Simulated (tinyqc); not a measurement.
Worked calculation: CCD on RHF in the sto-3g basis, for H4, spin multiplicity 1. One step of it, computed by the program tinyqc.

Question. CCD: starting amplitudes. t_ij^ab = <ij||ab> / (e_i + e_j - e_a - e_b), whose energy is MP2.

orbital energies (hartree): MO1 -0.649532, MO2 -0.439559, MO3 0.489774, MO4 0.775478

Two-electron integrals over orbitals (pq|rs), unique and non-zero (hartree):
```
(11|11) 0.493519   (21|21) 0.181704   (22|11) 0.492389   (22|22) 0.504469
(31|31) 0.103621   (32|32) 0.083000   (33|11) 0.477634   (33|22) 0.479592
(33|33) 0.485867   (41|32) 0.081513   (41|41) 0.080104   (42|31) 0.106983
(42|42) 0.115916   (43|21) 0.178475   (43|43) 0.195607   (44|11) 0.487563
(44|22) 0.497717   (44|33) 0.497160   (44|44) 0.515600
```

Give: Starting amplitudes; correlation energy.

Answer.

Starting amplitudes (spin orbitals 1a, 1b, ...; amplitudes related by a flip of all spins are not repeated):
```
from      to       t
2a 2b  4a 4b  -0.048
1a 1b  3a 3b  -0.045
1a 2b  3a 4b  -0.045
2a 2b  3a 3b  -0.045
1a 2b  3b 4a   0.035
1a 1b  4a 4b  -0.028
1a 2a  3a 4a  -0.011
```

correlation energy = -0.03212 hartree
